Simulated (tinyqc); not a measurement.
Inside a calculation. Model: input admittance of a MOSFET at zero drain bias: distributed channel and distributed gate.

Numbers from tinyqc (`OMP_NUM_THREADS=1 python tinyqc.py 2262023 2262024 out.jsonl`; about 0.01 s on one thread of a shared Intel Xeon 2.30GHz). Printed values are rounded.

Source and drain grounded, strong inversion, w = 2 pi f, Cox = eps0 eox/tox. The channel is an RC line of resistance 1/(mu Cox Vo) per square fed from both ends, so one finger has the intrinsic admittance y = i w Cox L tanh(g)/g per width, g = (1/2) sqrt(i w tau), tau = L^2/(mu Vo). The vertical resistance rv/L is in series with y, the overlaps 2 i w Cov in parallel: y_t = 1/(1/y + rv/L) + 2 i w Cov. The gate strip is a line of Rsh/L per length loaded by y_t, so a finger has Y = y_t Wf tanh(k)/k, k = (Wf/sd) sqrt(y_t Rsh/L); the device has Nf Y.

Parameters, values chosen for the exercise; values of the order met in silicon radio-frequency transistors:

| symbol | value | unit | meaning |
|---|---|---|---|
| eox | 3.9 |  | relative permittivity of the gate insulator (close to silicon dioxide) |
| tox | 1.9 | nm | insulator thickness |
| L | 1.3 | um | channel length |
| Wf | 17 | um | finger width |
| Nf | 32 |  | number of fingers |
| mu | 140 | cm^2/(V s) | channel mobility |
| Vo | 0.47 | V | gate overdrive |
| Rsh | 14 | ohm/square | sheet resistance of the gate |
| rv | 0 | ohm um^2 | vertical resistivity of the gate stack |
| sd | 1 |  | number of ends at which a finger is contacted |
| Cov | 0.17 | fF/um | overlap and fringe capacitance on each side |
| f | 1.2 | GHz | frequency |

Constants: eps0 = 8.8541878128e-14 F/cm where lengths are in cm. Results are converted to the units shown.

## Low-frequency resistances and capacitance

Low-frequency limits, with c = Cox L and ct = c + 2 Cov: R_strip = Rsh Wf/(3 sd^2 L Nf), R_ch = (c/ct)^2 L/(12 mu Cox Vo Wf Nf), R_vert = (c/ct)^2 rv/(L Wf Nf), C = ct Wf Nf.

parts (ohm): strip 1.90705, channel 1.61833, vertical 0
sum = 3.52538 ohm
C = 13037.9 fF
1/(2 pi R C) = 3.46264 GHz

The strip term is the largest, 54.1 % of the sum.

## Admittance of the channel and stack per width

tau, g, c = Cox L, y and y_t as defined.

tau = 256.839 ps
g = 0.492001+0.492001i
c = 23.6267 fF/um
y = 27.697+172.780i uS/um
y_t = 27.697+175.344i uS/um

w tau = 1.94, and Im y is 0.970 of w c.

## Input impedance of the device

k and Y as defined; Z = 1/(Nf Y) = R + 1/(i w C); Q = |Im Z|/R; signal at the point farthest from a contact |1/cosh k|.

k = 0.565107+0.482849i
Nf Y = 29.6500+87.0179i mS
R = 3.50836 ohm
C = 12881.0 fF
Q = 2.93484
signal at the far point = 0.936897

R is 0.48 % below its low-frequency limit and C is 1.2 % below its own.
